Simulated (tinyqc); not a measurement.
From results back to parameters: valley splitting in a one-orbital chain of atomic planes (second-neighbour model). Two cases, with inputs chosen for the exercise.

Problem. For E(phi) = e0 + 2 v cos(phi) + 2 u cos(2 phi) with u, v > 0 and planes a/4 apart, the heights of the band at phi = 0 and phi = pi above its minimum were computed from hidden u and v; c = hbar^2/2m0.

Constants: hbar^2/2m0 = 3.80998211 eV angstrom^2.

Case 1.

Values chosen (out of a larger set: near those of the Delta valleys of silicon; abrupt walls in this chain split the valleys several times more than measured wells; not measured data): a = 5.425 angstrom (lattice constant; planes lie a/4 apart).

E(0) - Emin = 3.877500 eV
E(pi) - Emin = 1.393500 eV

Case 2.

Values chosen (out of a larger set: near those of the Delta valleys of silicon; abrupt walls in this chain split the valleys several times more than measured wells; not measured data): a = 5.429 angstrom (lattice constant; planes lie a/4 apart).

E(0) - Emin = 3.564450 eV
E(pi) - Emin = 1.496450 eV

Find: u, v; phi0; mass at the minimum.

Solution. E - Emin = 4u (cos(phi) + v/(4u))^2. The difference of the two heights is 4v, and for v < 4u the sum of their square roots is 4 sqrt(u). The mass is (2c)/((a/4)^2 (8u - v^2/(2u))).

Case 1.

u, v (eV): 0.620  0.621

phi0 = 1.8239 rad
mass at the minimum = 0.891 m0

Case 2.

u, v (eV): 0.605  0.517

phi0 = 1.7861 rad
mass at the minimum = 0.896 m0

Computed by tinyqc, one run a case: `OMP_NUM_THREADS=1 python tinyqc.py N N+1 out.jsonl` with N = 1451226, 1451243; one thread of a shared Intel(R) Xeon(R) Processor @ 2.30GHz, about 0.01 s a run at most.
